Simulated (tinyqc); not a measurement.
Worked calculation: CCD on RHF in the sto-6g basis, frozen core, for BeH2, spin multiplicity 1. One step of it, computed by the program tinyqc.

Problem. Iteration 7 (converged): orbitals. Diagonalise F' = X^T F X, C = X C', fill 3 alpha and 3 beta electrons from the bottom; D = 2 C_occ C_occ^T. Each column has its largest component positive (the first on a tie).

converged F (hartree):
```
            1Be 1s     1Be 2s   1Be 2px    1Be 2py    1Be 2pz      2H 1s      3H 1s
1Be 1s   -4.589729  -1.248811  0.000000   0.000000   0.000745  -0.335365  -0.335365
1Be 2s   -1.248811  -0.596676  0.000000   0.000000  -0.008048  -0.403106  -0.403106
1Be 2px   0.000000   0.000000  0.209162   0.000000   0.000000   0.000000   0.000000
1Be 2py   0.000000   0.000000  0.000000  -0.224566   0.000000  -0.330964   0.330964
1Be 2pz   0.000745  -0.008048  0.000000   0.000000   0.208783  -0.009527  -0.009527
2H 1s    -0.335365  -0.403106  0.000000  -0.330964  -0.009527  -0.304558  -0.044195
3H 1s    -0.335365  -0.403106  0.000000   0.330964  -0.009527  -0.044195  -0.304558
```

X:
```
            1Be 1s     1Be 2s   1Be 2px    1Be 2py    1Be 2pz      2H 1s      3H 1s
1Be 1s    1.027096  -0.148307  0.000000   0.000000  -0.000622   0.015907   0.015907
1Be 2s   -0.148307   1.242415  0.000000   0.000000   0.008770  -0.301469  -0.301469
1Be 2px   0.000000   0.000000  1.000000   0.000000   0.000000   0.000000   0.000000
1Be 2py   0.000000   0.000000  0.000000   1.361905   0.000000  -0.432793   0.432793
1Be 2pz  -0.000622   0.008770  0.000000   0.000000   1.000355  -0.012233  -0.012233
2H 1s     0.015907  -0.301469  0.000000  -0.432793  -0.012233   1.289550  -0.101258
3H 1s     0.015907  -0.301469  0.000000   0.432793  -0.012233  -0.101258   1.289550
```

Give: F' = X^T F X; orbital energies; coefficients C; D after iteration 7.

Solution.

F' = X^T F X (hartree):
```
         1        2       3        4        5        6        7
1  -4.4928  -0.6513  0.0000   0.0000   0.0009  -0.0532  -0.0532
2  -0.6513  -0.0813  0.0000   0.0000   0.0036  -0.3274  -0.3274
3   0.0000   0.0000  0.2092   0.0000   0.0000   0.0000   0.0000
4   0.0000   0.0000  0.0000   0.2663   0.0000  -0.4618   0.4618
5   0.0009   0.0036  0.0000   0.0000   0.2093  -0.0120  -0.0120
6  -0.0532  -0.3274  0.0000  -0.4618  -0.0120   0.0913  -0.1178
7  -0.0532  -0.3274  0.0000   0.4618  -0.0120  -0.1178   0.0913
```

orbital energies (hartree): MO1 -4.5913, MO2 -0.4524, MO3 -0.4160, MO4 0.2086, MO5 0.2092, MO6 0.4438, MO7 0.8914

coefficients C:
```
             MO1      MO2      MO3      MO4     MO5      MO6      MO7
1Be 1s    0.9946  -0.2117   0.0000   0.0153  0.0000  -0.2075   0.0000
1Be 2s    0.0215   0.5588   0.0000  -0.0720  0.0000   1.1956   0.0000
1Be 2px   0.0000   0.0000   0.0000   0.0000  1.0000   0.0000   0.0000
1Be 2py   0.0000   0.0000   0.4996   0.0000  0.0000   0.0000   1.4071
1Be 2pz  -0.0001   0.0085   0.0000   0.9974  0.0000   0.0788   0.0000
2H 1s    -0.0021   0.3976   0.4112   0.0303  0.0000  -0.7989  -0.9927
3H 1s    -0.0021   0.3976  -0.4112   0.0303  0.0000  -0.7989   0.9927
```

D after iteration 7:
```
          1Be 1s   1Be 2s  1Be 2px  1Be 2py  1Be 2pz    2H 1s    3H 1s
1Be 1s    2.0683  -0.1939   0.0000   0.0000  -0.0037  -0.1726  -0.1726
1Be 2s   -0.1939   0.6255   0.0000   0.0000   0.0095   0.4443   0.4443
1Be 2px   0.0000   0.0000   0.0000   0.0000   0.0000   0.0000   0.0000
1Be 2py   0.0000   0.0000   0.0000   0.4992   0.0000   0.4108  -0.4108
1Be 2pz  -0.0037   0.0095   0.0000   0.0000   0.0001   0.0067   0.0067
2H 1s    -0.1726   0.4443   0.0000   0.4108   0.0067   0.6543  -0.0219
3H 1s    -0.1726   0.4443   0.0000  -0.4108   0.0067  -0.0219   0.6543
```
